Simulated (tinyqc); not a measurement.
Band offset from the macroscopic average of a supercell potential: one step. The dipole behind the step. Four cases, with inputs chosen for the exercise.

Question. A step dV of the mean electron energy from A to B across an interface equals 4 pi (e^2/4 pi eps0) times a dipole per area p (in e angstrom per angstrom^2). For a change of 0.1 eV in dV, give the charge per area moved over 2 angstrom in a medium of dielectric constant eps: sigma = 0.1 eps/(4 pi (e^2/4 pi eps0) 2). 1 angstrom^-2 = 1e16 cm^-2.

Constants: e^2/(4 pi eps0) = 14.39964547 eV angstrom.

Case 1.

Values chosen (out of a larger set: gaps near those of GaAs and Ge; not measured data): eps = 9.8 (dielectric constant at the interface).

dV = B - A = -0.87000 eV

Case 2.

Values chosen (out of a larger set: gaps near those of Si and GaP; not measured data): eps = 12.6 (dielectric constant at the interface).

dV = B - A = -4.45970 eV

Case 3.

Values chosen (out of a larger set: gaps near those of GaAs and Ge; not measured data): eps = 12.1 (dielectric constant at the interface).

dV = B - A = 0.95000 eV

Case 4.

Values chosen (out of a larger set: gaps near those of Si and SiO2; not measured data): eps = 3.1 (dielectric constant at the interface).

dV = B - A = 0.19999 eV

Give: |p|; sigma.

Answer.

Case 1.

|p| = 0.00481 e/angstrom
sigma = 2.71e+13 e/cm^2

With about 7e14 atoms per cm^2 in a plane (as on a silicon (100) face), 3.9 % of an electron per atom shifts the line-up by 0.1 eV.

Case 2.

|p| = 0.02465 e/angstrom
sigma = 3.48e+13 e/cm^2

With about 7e14 atoms per cm^2 in a plane (as on a silicon (100) face), 5.0 % of an electron per atom shifts the line-up by 0.1 eV.

Case 3.

|p| = 0.00525 e/angstrom
sigma = 3.34e+13 e/cm^2

With about 7e14 atoms per cm^2 in a plane (as on a silicon (100) face), 4.8 % of an electron per atom shifts the line-up by 0.1 eV.

Case 4.

|p| = 0.00111 e/angstrom
sigma = 8.57e+12 e/cm^2

With about 7e14 atoms per cm^2 in a plane (as on a silicon (100) face), 1.2 % of an electron per atom shifts the line-up by 0.1 eV.

Computed by tinyqc, one run a case: `OMP_NUM_THREADS=1 python tinyqc.py N N+1 out.jsonl` with N = 1880272, 1880275, 1880335, 1880341; one thread of a shared Intel(R) Xeon(R) Processor @ 2.30GHz, about 0.01 s a run at most.
